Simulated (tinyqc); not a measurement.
Inside a calculation. Model: a barrier in a uniform field, exact transmission by Airy functions.

Numbers from tinyqc (`OMP_NUM_THREADS=1 python tinyqc.py 2580041 2580042 out.jsonl`; about 0.01 s on one thread of a shared Intel Xeon 2.30GHz). Printed values are rounded.

The left lead has its band edge at 0, the barrier edge falls as U(x) = U0 - F x with F = V/d for 0 < x < d, and the right lead has its edge at -V. No transverse momentum; C = hbar^2/(2 m0); psi and psi'/m are continuous. M carries (psi, psi'/m) across the barrier.

Parameters, values chosen for the exercise; masses and offsets close to those of silicon wells and oxide barriers: mass in the left lead mL = 0.25 m0; barrier edge at x = 0 U0 = 3.1 eV; mass in the barrier m1 = 0.5 m0; electron energy E = 2.13 eV; barrier width d = 0.9 nm; voltage across the barrier V = 0.71 V; mass in the right lead mR = 0.25 m0.

Constants: q = 1.602176634e-19 C, hbar = 1.054571817e-34 J s, m0 = 9.1093837015e-31 kg, hbar^2/(2 m0) = 0.0380998212 eV nm^2. Results are converted to the units shown.

Range of the model: Masses are held fixed, although real bands cease to be parabolic a few tenths of an eV from their edges.

## Scaled variables

Energy scale e = (C F^2/m1)^(1/3), z(x) = (U(x) - E)/e, s = (dz/dx)/m1 = -F/(e m1); v = k/m in a lead. vL = sqrt(mL E/C)/mL, vR = sqrt(mR (E + V)/C)/mR.

F = 0.788889 V/nm
e = 0.361961 eV
z1 = 2.67985
z2 = 0.718310
s = -4.35897 1/nm
vL = 14.9540 1/nm
vR = 17.2674 1/nm

Both z are positive: the whole barrier is forbidden.

## Airy functions at the edges

Ai and Bi solve y'' = z y, with Wronskian Ai Bi' - Ai' Bi = 1/pi.

Airy functions:
```
           Ai         Ai'        Bi       Bi'
z1  0.0115942  -0.0199433   8.47007   12.8849
z2   0.185525   -0.197419  0.985426  0.667123
```

## Transfer matrix

With a = Ai, a' = Ai', b = Bi, b' = Bi' at z1 (left edge) and z2 (right edge): M11 = pi (a2 b1' - b2 a1'), M12 = (pi/s)(b2 a1 - a2 b1), M21 = pi s (a2' b1' - b2' a1'), M22 = pi (b2' a1 - a2' b1).

M (M12 in nm, M21 in 1/nm):
```
         1        2
1  7.57161  1.12431
2  34.6517  5.27751
```

## Transmission, exact and WKB

With M acting on (psi, psi'/m) and v = k/m in each lead, T(E) = 4 vL vR/[(vL vR M12 - M21)^2 + (vR M11 + vL M22)^2]. WKB: exp(-S), S = (4/(3 F)) sqrt(m1/C) [max(U0 - E, 0)^1.5 - max(U0 - F d - E, 0)^1.5].

T(E) = 0.00944787
S = 5.03758
exp(-S) = 0.00648942
ratio T(E)/exp(-S) = 1.45589

The exact value is 46 % above the WKB one.
